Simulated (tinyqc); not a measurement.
Resistance of a source-drain extension with a graded tip: two steps of the calculation.

y runs along the channel, the gate covers y > 0. The doping is N0 for y < y0 and N0 10^(-(y - y0)/la) beyond, uniform over the depth xj. Sheet conductance s(y) = q mu(N) max(N - Nch, 0) xj + (for y > 0) ma Cox Vo, with mu(N) = u0 + (u1 - u0)/(1 + (N/Nr)^au) and Cox = eps0 eox/tox. Current is taken as one-dimensional; depletion of the tip, spreading and the contact are left out. The metallurgical junction lies at yj, where N = Nch.

Values chosen for this exercise; mobility law close to that of holes in silicon: relative permittivity of the gate insulator (close to silicon nitride) eox = 7.45; insulator thickness tox = 5.3 nm; active doping of the extension far from the gate N0 = 1.2e20 cm^-3; lateral abruptness la = 3.4 nm/decade; position under the gate where the fall begins (gate edge at 0) y0 = 2.5 nm; depth of the extension xj = 22 nm; channel doping Nch = 5.2e17 cm^-3; gate overdrive Vo = 0.44 V; mobility of the gate-induced layer ma = 60 cm^2/(V s); mobility at low doping u1 = 470.5 cm^2/(V s); mobility at high doping u0 = 44.9 cm^2/(V s); reference doping Nr = 2.23e17 cm^-3; exponent au = 0.719; gate length Lg = 45 nm.

Constants: q = 1.602176634e-19 C, eps0 = 8.8541878128e-14 F/cm where lengths are in cm. Results are converted to the units shown.

Question 1. Sheet resistances and junction position. yj = y0 + la log10(N0/Nch); sheet resistance of the full extension 1/[q mu(N0)(N0 - Nch) xj] and of the gate-induced layer 1/(ma Cox Vo); metallurgical length Lg - 2 yj; ye is where the doped and the gate-induced conductances are equal.

Wanted: yj; sheet resistance of the extension; sheet resistance of the induced layer; metallurgical length; ye; N at ye.

Answer 1.

yj = 10.53 nm
sheet resistance of the extension = 479.9 ohm/square
sheet resistance of the induced layer = 3.043e4 ohm/square
metallurgical length = 23.93 nm
ye = 9.342 nm
N at ye = 1.166e18 cm^-3

The gate takes over 1.19 nm before the junction, where N is still 2.24 times the channel doping.

Question 2. Resistance of the overlapped part. Midpoint rule on 9 equal steps from 0 to yj: R_ov = sum h/s(y), per width.

Wanted: y; N; doped conductance; sheet resistance; R_ov.

Answer 2.

```
point   y (nm)  N (cm^-3)  doped conductance (uS)  sheet resistance (ohm/square)
0      0.58527  1.2000e20                  2083.8                         472.45
1       1.7558  1.2000e20                  2083.8                         472.45
2       2.9263  8.9906e19                  1591.8                         615.52
3       4.0969  4.0692e19                  775.13                         1237.6
4       5.2674  1.8418e19                  391.12                         2358.6
5       6.4379  8.3361e18                  204.49                         4213.2
6       7.6085  3.7730e18                  107.95                         7101.8
7       8.7790  1.7077e18                  52.277                          11746
8       9.9495  7.7293e17                  15.019                          20887
```

R_ov = 57.479 ohm um

Computed by the program tinyqc: `OMP_NUM_THREADS=1 python tinyqc.py 2282252 2282253 out.jsonl`, one thread of a shared Intel Xeon 2.30GHz, about 0.04 s for the whole run.
